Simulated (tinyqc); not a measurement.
Global model of a low-pressure process discharge: electron temperature, density, ion flux and ion energy: one step, computed by the program tinyqc.

Maxwellian electrons with temperature T_e in eV, one positive ion, no negative ions, uniform bulk density n; rate constants have the Arrhenius form.

Task: Energy per pair and density. E_c = E_iz + (X0 exp(-E_ex/T_e) E_ex + K_el (3 m_0/M) T_e)/K_iz; wall potential V_s = (T_e/2) ln(M/(2 pi m_0)); E_T = E_c + 2 T_e + T_e/2 + V_s; n = P/(e u_B A_eff E_T); ion current density J = e h_L n u_B; ionised share n/n_g.

Inputs (values chosen for the exercise, of the order of those of an inductive discharge in a simple atomic gas):

| quantity | value | unit |
|---|---|---|
| ion mass M | 19 | u |
| ionisation energy E_iz | 14.3 | eV |
| excitation prefactor X0 | 3e-14 | m^3/s |
| excitation energy E_ex | 10.5 | eV |
| elastic rate constant K_el | 1.4e-13 | m^3/s |
| gas temperature T_g | 500 | K |
| absorbed power P | 1600 | W |

T_e = 2.707163 eV

K_iz = 1.524245e-16 m^3/s

Bohm velocity u_B = 3707.755 m/s

A_eff = 542.2993 cm^2

h_L = 0.2594039

gas density n_g = 2.462610e+20 1/m^3

Constants: m_0 = 9.1093837015e-31 kg; u = 1.6605390666e-27 kg; e = 1.602176634e-19 C.

Give: collisional loss per pair E_c; wall potential V_s; E_T; plasma density n; ion current density J; ionised share.

Result:

collisional loss per pair E_c = 57.25 eV

wall potential V_s = 11.66 V

E_T = 75.68 eV

plasma density n = 6.563e+11 1/cm^3

ion current density J = 10.11 mA/cm^2

ionised share = 0.002665

Collisions take 76 % of the power and the walls the rest. T_e came from the particle balance alone; the power sets only n.
